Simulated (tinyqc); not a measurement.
Nudged elastic band on a two-dimensional model surface: one step, computed by the program tinyqc. Command: `OMP_NUM_THREADS=1 python tinyqc.py 3003675 3003676 out.jsonl neb walk`. One thread of a shared host (Intel(R) Xeon(R) Processor @ 2.30GHz), about 0.07 s of CPU time with the checks.

V(x, y) = -A (cos kx + cos ky) - B cos kx cos ky + (C sin ky + S sin kx)(1 - cos kx), k = 2 pi/a; the atom hops from the minimum at (0, 0) to that at (a, 0).

Question. Stationary points. Newton steps x(new) = x - H^-1 grad V (moves limited to 0.3 angstrom) from (0, 0), (a, 0) and (a/2, 0) give the two minima and the saddle.

Inputs (values chosen for the exercise, for a model surface):

| quantity | value | unit |
|---|---|---|
| amplitude A | 0.21 | eV |
| amplitude B | -0.049 | eV |
| skew C | 0.062 | eV |
| asymmetry S | 0.018 | eV |
| period a | 3.3 | angstrom |

Surface: adatom on a square lattice. Climbing image: on.

Give: positions; energies; barrier from the start.

Answer.

positions (angstrom):
```
            x       y
start   0.000   0.000
end     3.300   0.000
saddle  1.523  -0.233
```

energies (eV): start -0.3710, end -0.3710, saddle -0.0727

barrier from the start = 0.2983 eV
